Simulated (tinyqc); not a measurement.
# Small-signal admittance of a forward-biased p+-n diode, step by step

Numbers from tinyqc (`OMP_NUM_THREADS=1 python tinyqc.py 2890131 2890132 out.jsonl`; about 0.01 s on one thread of a shared Intel Xeon 2.30GHz). Printed values are rounded.

Holes injected into a neutral base of width wb with an ohmic contact at its end; low injection, p0 far above the equilibrium density. A small voltage v exp(i w t), w = 2 pi f, modulates the edge density by p0 v/Vt, and the small-signal density obeys Dp d2p/dx2 = (1/tau + i w) p.

Values chosen for this exercise; permittivity close to that of silicon: temperature T = 300 K; relative permittivity eps_r = 11.7; donor density of the base Nd = 1.1e16 cm^-3; hole diffusion coefficient Dp = 8.2 cm^2/s; hole lifetime tau = 4e-7 s; width of the neutral base wb = 16 um; excess hole density at the junction edge p0 = 4.3e12 cm^-3; acceptor density of the p+ side Na = 1e19 cm^-3; signal frequency f = 1.3e5 Hz.

Constants: q = 1.602176634e-19 C, kB = 1.380649e-23 J/K, Vt = kB T/q, eps0 = 8.8541878128e-14 F/cm where lengths are in cm. Results are converted to the units shown.

## Closed-form admittance

L = sqrt(Dp tau); direct current J = (q Dp p0/L) coth(wb/L); k = sqrt(1 + i w tau)/L; diffusion admittance Y = (q Dp p0/Vt) k coth(k wb) = G + i w C_diff; junction capacitance C_j = sqrt(q eps0 eps_r Nd/(2 Vr)) in the depletion approximation, with the remaining barrier Vr = Vt ln(Na/p0), a rough value under forward bias; base-width modulation is left out.

L = 18.1108 um
J = 0.00440488 A/cm^2
k wb = 0.894868+0.142482i
Y = 0.170548+0.010520i S/cm^2
C_diff = 0.0128788 uF/cm^2
C_j = 0.0490792 uF/cm^2

G is 1.00 times its low-frequency value J/Vt, and C_diff is 0.262 times C_j.

## The same by finite differences

8 equal intervals, h = wb/8; u = small-signal density over its edge value, u_0 = 1, u_8 = 0; u_(i-1) + b u_i + u_(i+1) = 0 with b = -2 - h^2 (1/tau + i w)/Dp; Y = (q Dp p0/(Vt h)) (-b/2 - u_1), which includes the half box at the edge.

b = -2.01220-0.00398i

| node | u |
|---|---|
| 1 | 0.849723-0.007740i |
| 2 | 0.709840-0.012189i |
| 3 | 0.578662-0.013958i |
| 4 | 0.454596-0.013591i |
| 5 | 0.336129-0.011579i |
| 6 | 0.221806-0.008369i |
| 7 | 0.110222-0.004378i |

Y on the mesh = 0.170857+0.010634i S/cm^2

Against the closed form the real part is 0.18 % above it and the imaginary part 1.1 % above it; |k h| = 0.11.
